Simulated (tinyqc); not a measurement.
What each change does: short-period [001] superlattice in sp3s* tight binding.

Planes alternate anion, cation along [001], a/4 apart; at zero in-plane momentum s, pz, s* form one block. All levels of A are shifted so that its Ev (lower root of [[Epa, Vxx], [Vxx, Epc]]) is 0, and those of B so that its Ev is -dEv. A monolayer is an anion plane and the cation plane above it; an anion between unlike cations takes the mean of the two anion levels; each bond takes the couplings of its cation. Block from an anion to the cation above: U with Vss/2 (s,s), Vsapc/2 (s,z), -Vscpa/2 (z,s), Vxx/2 (z,z), Vxapc/2 (s*,z), -Vpaxc/2 (z,s*); to the cation below: the same with the s-z and s*-z signs reversed. The cell of n + m monolayers is closed with the phase exp(2 pi i q). No spin-orbit coupling. In this block 2 (n + m) levels are filled.

For the two lowest empty levels at q = 0: energy, share of the cation weight on A, and Gamma character, the share of the cation amplitudes with Fourier index |j|/(n + m) < 1/4 along the stack (near 1: Gamma-like, near 0: folded from X).

Values chosen for the exercise (A near a published set for GaAs, B for AlAs; the results hold for these values, not for the real material): pA = (-8.328, 1.042, -2.65, 3.676, 8.596, 6.748, -6.466, 1.96, 5.063, 4.49, 5.774, 4.838, 4.819) eV (order Esa, Epa, Esc, Epc, Exa, Exc, Vss, Vxx, Vxy, Vsapc, Vscpa, Vxapc, Vpaxc); pB = (-7.51, 0.981, -1.164, 3.582, 7.463, 6.733, -6.682, 1.873, 4.291, 5.109, 5.502, 4.513, 4.989) eV (the same for B); dEv = 0.52 eV (valence offset: Ev(B) lies this far below Ev(A)); n2 = 4 (monolayers of A); m2 = 5 (monolayers of B).

A cell with n = n2 and m = m2.

Results for these values:
```
case  E1 (eV)  A share 1  Gamma 1  E2 (eV)  A share 2  Gamma 2
base   1.7899       0.04     0.00   1.8651       0.20     0.02
```

What happens to each result for m2 = 7, all else kept?

Answer: E1 falls from 1.7899 to 1.7709; A share 1 falls from 0.04 to 0.01; Gamma 1 does not change at the printed digits; E2 falls from 1.8651 to 1.8075; A share 2 falls from 0.20 to 0.07; Gamma 2 falls from 0.02 to 0.01.

The same for each parameter in turn:
```
case           E1 (eV)  A share 1  Gamma 1  E2 (eV)  A share 2  Gamma 2
base            1.7899       0.04     0.00   1.8651       0.20     0.02
n2 = 6          1.7906       0.04     0.00   1.8215       0.88     0.97
m2 = 7          1.7709       0.01     0.00   1.8075       0.07     0.01
dEv = 0.62 eV   1.6940       0.03     0.00   1.7835       0.13     0.02
```

tinyqc: `OMP_NUM_THREADS=1 python tinyqc.py 1480829 1480830 out.jsonl`; about 0.7 s, one thread, shared Intel(R) Xeon(R) Processor @ 2.30GHz.
